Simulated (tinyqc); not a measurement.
MOSFET in saturation, small-signal circuit and noise: two steps of the calculation.

Bias by the inversion coefficient IC = I/Ispec (charge-based model with velocity saturation; weak inversion below 0.1, strong above 10). Common-source circuit: gm, gds, Cgs, Cgd and Cj at the inner nodes, Rg in series with the gate; quasi-static, no source or drain resistance, no gate-body capacitance, no substrate network, no induced gate noise, so fmax is an upper estimate.

Values chosen for this exercise:
```
symbol  value     unit                                  meaning
L          40       nm                              gate length
W          40       um                         total gate width
Cox      1.38  uF/cm^2                         gate capacitance
Cov      0.32    fF/um  overlap and fringe capacitance per side
Cj       0.38    fF/um               drain junction capacitance
Rsh        10      ohm             sheet resistance of the gate
Wf        0.5       um                             finger width
Rc         50   ohm um     gate contact and vertical resistance
IC        2.5                             inversion coefficient
f          10      GHz                         signal frequency
```

Question 1. Capacitances, gate resistance and cut-off frequencies. qs = [sqrt(1 + 4 IC) - 1]/2, Cgs = Cox W L qs (2 qs + 3)/(3 (qs + 1)^2) + Cov W, Cgd = Cov W, Cd = Cj W, Rg = Rsh (Wf/L)/(12 Nf) + Rc/W with Nf = W/Wf fingers (not rounded) contacted at both ends. fT = gm/(2 pi (Cgs + Cgd)), fmax = fT/(2 sqrt(Rg (gds + 2 pi fT Cgd))).

gm = 22.100512 mS
gds = 2.8730665 mS

Find: Cgs; Cgd; Cd; Rg; fT; fmax.

Answer 1.

Cgs = 22.530 fF
Cgd = 12.800 fF
Cd = 15.200 fF
Rg = 1.3802 ohm
fT = 99.559 GHz
fmax = 406.22 GHz

Overlap and fringe make up 72.5 % of the gate capacitance; fmax is 4.08 times fT.

Question 2. Admittance matrix. Inner admittances at w = 2 pi f: y11 = i w (Cgs + Cgd), y12 = -i w Cgd, y21 = gm - i w Cgd, y22 = gds + i w (Cgd + Cd). Invert to Z, add Rg to Z11 and invert back to Y.

gm = 22.100512 mS
gds = 2.8730665 mS
Cgs = 22.529957 fF
Cgd = 12.8 fF
Cd = 15.2 fF
Rg = 1.3802083 ohm

Wanted: inner y; Y with Rg.

Answer 2.

inner y (mS):
```
,1,2
1,0.00+2.22i,0.00-0.80i
2,22.10-0.80i,2.87+1.76i
```

Y with Rg (mS):
```
,1,2
1,0.01+2.22i,0.00-0.80i
2,22.10-0.87i,2.87+1.78i
```

tinyqc, about 0.01 s, one thread, Intel Xeon 2.30GHz (shared host): `OMP_NUM_THREADS=1 python tinyqc.py 2150131 2150132 out.jsonl`
